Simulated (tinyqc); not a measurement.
p-n diode with diffusion and depletion-layer recombination: currents and ideality against junction voltage.

Abrupt junction in the depletion approximation, low injection, full ionisation, neutral widths fixed, ohmic contact on the p side. Vj is the junction voltage; where a series resistance Rs is given, V = Vj + J Rs is the terminal voltage.

ni = sqrt(Nc Nv) exp(-Eg/(2 Vt)), Eg in volts; D = mu Vt; Ln = sqrt(Dn tn), Lp = sqrt(Dp tp); J0n = q ni^2 Dn coth(wp/Ln)/(Ln Na); J0p = (q ni^2 Dp/(Lp Nd)) (s + tanh(wn/Lp))/(1 + s tanh(wn/Lp)), s = Sp Lp/Dp. J_diff = (J0n + J0p)(exp(Vj/Vt) - 1). Vbi = Vt ln(Na Nd/ni^2), W = sqrt(2 eps0 eps_r (Vbi - Vj)(1/Na + 1/Nd)/q), xp = W Nd/(Na + Nd), xn = W Na/(Na + Nd); u(x) = q Na (x + xp)^2/(2 eps0 eps_r) for x < 0 and Vbi - Vj - q Nd (xn - x)^2/(2 eps0 eps_r) for x > 0; p = Na exp(-u/Vt), n = Nd exp((u - Vbi + Vj)/Vt); U = ni^2 (exp(Vj/Vt) - 1)/(tp (n + ni exp(Et/Vt)) + tn (p + ni exp(-Et/Vt))); J_scr = q times the integral of U from -xp to xn. J = J_diff + J_scr. Ideality = (1/Vt) dVj/d ln J or (1/Vt) dV/d ln J; last column ni^2 exp(Vj/Vt)/N^2.

Inputs (values chosen for the exercise); band and dielectric values close to those of 4H silicon carbide:
```
symbol    value        unit                                  meaning
T           300           K                              temperature
Eg         3.26          eV                                 band gap
eps_r      9.54                                relative permittivity
Nc      1.69e19       cm^-3   conduction-band density of states at T
Nv      2.45e19       cm^-3      valence-band density of states at T
Na       1.8e16       cm^-3                         acceptor density
Nd       2.1e17       cm^-3                            donor density
mun         710  cm^2/(V s)          electron mobility in the p side
mup          59  cm^2/(V s)              hole mobility in the n side
tn         9e-8           s                        electron lifetime
tp         2e-7           s                            hole lifetime
wp          7.5          um              neutral width of the p side
wn           28          um              neutral width of the n side
Sp          1e7        cm/s  recombination velocity at the n contact
Rs      0.00025    ohm cm^2                        series resistance
Et            0          eV     trap level above the intrinsic level
```

Constants: q = 1.602176634e-19 C, kB = 1.380649e-23 J/K, Vt = kB T/q, eps0 = 8.8541878128e-14 F/cm where lengths are in cm. Results are converted to the units shown.

Results:
```
Vj (V)	J_diff (A/cm^2)	J_scr (A/cm^2)	J (A/cm^2)	V (V)	ideality against Vj	ideality against V	minority/doping, lighter side
0.74	4.683e-35	7.870e-21	7.870e-21	0.7400	1.976	1.976	5.921e-37
1	1.092e-30	1.283e-18	1.283e-18	1.000	1.973	1.973	1.381e-32
1.26	2.548e-26	2.111e-16	2.111e-16	1.260	1.968	1.968	3.221e-28
1.51	4.036e-22	2.891e-14	2.891e-14	1.510	1.963	1.963	5.103e-24
1.77	9.414e-18	4.911e-12	4.911e-12	1.770	1.954	1.954	1.190e-19
2.29	5.121e-9	1.583e-7	1.634e-7	2.290	1.859	1.859	6.475e-11
2.55	1.195e-4	3.313e-5	1.526e-4	2.550	1.110	1.110	1.510e-6
2.8	1.892	0.008399	1.901	2.800	1.002	1.020	0.02392
```

Estimate the missing row, Vj = 2.03 V.

Computed row:
```
Vj (V)	J_diff (A/cm^2)	J_scr (A/cm^2)	J (A/cm^2)	V (V)	ideality against Vj	ideality against V	minority/doping, lighter side
2.03	2.196e-13	8.589e-10	8.591e-10	2.030	1.939	1.939	2.776e-15
```

With this row back in the table: The ideality against Vj falls from 1.98 to 1.00. Diffusion overtakes recombination in the layer between Vj = 2.29 and 2.55 V. J_scr alone has an ideality of 1.97 between the first two rows and 1.75 between the last two.

Program tinyqc, `OMP_NUM_THREADS=1 python tinyqc.py 2260129 2260130 out.jsonl`; Intel Xeon 2.30GHz, shared host, one thread, about 0.01 s.
